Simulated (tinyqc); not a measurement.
# A square-lattice strip 2 sites wide in a magnetic flux, recursive Green functions: two studies

The device has N = 4 slices of 2 site(s), nearest-neighbour hopping -t, and site energies U; the leads are semi-infinite continuations with site energy 0 and no flux. The hopping from slice i to i + 1 inside the device carries the phase exp(2 pi i f j) on row j = 1, 2, ...: V = <i+1|H|i> = -t diag(exp(2 pi i f j)).

Inputs (values chosen for the exercise): hopping (matrix element -t) t = 1 eV; site energies, slice by slice (2 a slice) U = [-0.48, 0.49, -1.24, 0.92, 0.63, -0.35, 0.21, -0.29] eV; energy E = -0.66 eV; magnetic flux through each plaquette inside the device f = 0.18 h/q.

Each table varies one quantity; the others keep the values above.

## Effect of the flux

Transverse modes n = 1..2: chi_n(j) = sqrt(2/3) sin(pi n j/3), energy e_n = -2 t cos(pi n/3). Sigma = t^2 sum_n chi_n chi_n^T g(E - e_n), g(x) = (x - i sqrt(4 t^2 - x^2))/(2 t^2) for |x| < 2 t and (x - sign(x) sqrt(x^2 - 4 t^2))/(2 t^2) otherwise; Gamma = i (Sigma - Sigma^dagger); both leads give the same. Forward pass: g_1 = (E - H_1 - Sigma)^(-1), g_i = (E - H_i - V g_(i-1) V^dagger)^(-1), with Sigma also subtracted on the last slice; G_(i,1) = g_i V G_(i-1,1), starting from g_1. H_i is the block of slice i: its site energies on the diagonal and -t between neighbouring rows. T(E) = Tr[Gamma G_(N,1) Gamma G_(N,1)^dagger].

Results:
```
f (h/q)    T(E)
-0.5     0.2558
-0.4     0.3763
-0.3     0.7836
-0.2      1.061
-0.1      1.123
0         1.135
0.2       1.061
0.3      0.7836
0.4      0.3763
0.5      0.2558
```

Estimate the missing row, f = 0.1 h/q.

Computed row:
```
f (h/q)   T(E)
0.1      1.123
```

With this row back in the table: T(E) is the same at f and -f, as it must be for two terminals, and repeats with period 1 in f. It is 1.14 without flux, 0.256 at half a quantum, and lies between 0.256 and 1.14 in these rows.

## The device repeated

Same model as above.

The list U is repeated k times, so the device has k N slices.

Result of one run:
```
k     T(E)  ln T(E)
10  0.5473  -0.6028
```

What becomes of these results when the number of repeats k is changed from 10 to 1, all else the same?

Result of the changed run:
```
k   T(E)  ln T(E)
1  1.082  0.07903
```

The whole series:
```
k     T(E)   ln T(E)
1    1.082   0.07903
2   0.7041   -0.3508
3   0.5604   -0.5792
4   0.5632   -0.5741
5   0.6870   -0.3754
6   0.9102  -0.09411
8   0.7796   -0.2490
10  0.5473   -0.6028
12  0.8015   -0.2212
```

T(E) moves between 0.547 and 1.08 and does not die away: at least one band of the periodic structure that the repeats form is open at this energy.

Computed by the program tinyqc: `OMP_NUM_THREADS=1 python tinyqc.py 2660003 2660004 out.jsonl`, one thread of a shared Intel Xeon 2.30GHz, about 0.01 s for the whole run.
